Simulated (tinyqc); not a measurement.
Inside a calculation: Peierls distortion of a half-filled chain. Values are carried at full precision from step to step, so a last printed digit may differ when a step is redone from the rounded ones.

Atoms move by +/- u, so bonds change by -/+ 2u and hoppings are t +/- 2 al u. Bands E = -/+ sqrt((2 t cos x)^2 + D^2 sin^2 x) with D = 4 al u, x = k a in (0, pi/2); the gap is 2D. Energy per atom at zero temperature: E(u) = -mean_x sqrt(...) + 2 K u^2; exactly, the mean is (4t/pi) E(1 - z^2), z = D/2t, E the complete elliptic integral of the second kind with parameter m. Coupling lambda = 2 al^2/(pi t K).

Constants: kB = 8.617333262e-05 eV/K.

Inputs chosen for the exercise:
- t = 2.56 eV (hopping of the even chain)
- al = 4 eV/angstrom (change of hopping with bond length)
- K = 12.3 eV/angstrom^2 (spring constant of a bond)
- u = 0.036 angstrom (trial shift of alternate atoms)
- N = 4 (k points)

## Energy at a trial distortion

Use the mesh x_j = (j + 1/2) pi/(2N), j = 0 .. N-1, and also the elliptic integral.

D = 0.5760 eV

|E| on the mesh (eV): 5.0229  4.2691  2.8846  1.1476

band energy on the mesh = -3.3310 eV
elastic energy = 0.0319 eV
total, exact = -3.2912 eV
exact E(u) - E(0) = -0.0317 eV

This distortion lowers the energy; the mesh errs by -7.95 meV.

## The equilibrium distortion

dE/du = 0 gives 1 = (4 al^2/K) mean(sin^2 x/|E|); solve with the exact mean, and compare with the weak-coupling form D = 8 t exp(-1 - 1/(2 lambda)).

lambda = 0.3235
u0 = 0.1126 angstrom
gap 2D = 3.603 eV
gap, weak coupling = 3.212 eV
E(u0) - E(0) per atom = -91.31 meV

Long and short bonds differ by 4 u0 = 0.4504 angstrom. The weak-coupling gap is 0.891 of the full one. The gain is far smaller than the gap, since only states near the zone edge move.

## Length and phonon scales

Coherence length xi/a = 2t/D with D half the gap; mean-field transition kB Tp = D/1.764 (weak coupling); for the optical mode at the zone edge (omega_R/omega_0)^2 = 2 lambda at weak coupling.

xi/a = 2.84
Tp = 1.19e+04 K
omega_R/omega_0 = 0.804

Tp is a mean-field scale: in a single chain fluctuations forbid the transition, and coupling between chains sets the real one, far lower.

## Checks

- Total energy at u0 on 4000 points against the elliptic integral (eV): both -3.35081.

Program tinyqc; command `OMP_NUM_THREADS=1 python tinyqc.py 1682556 1682557 out.jsonl`; about 0.07 s on one thread of a shared Intel(R) Xeon(R) Processor @ 2.30GHz.
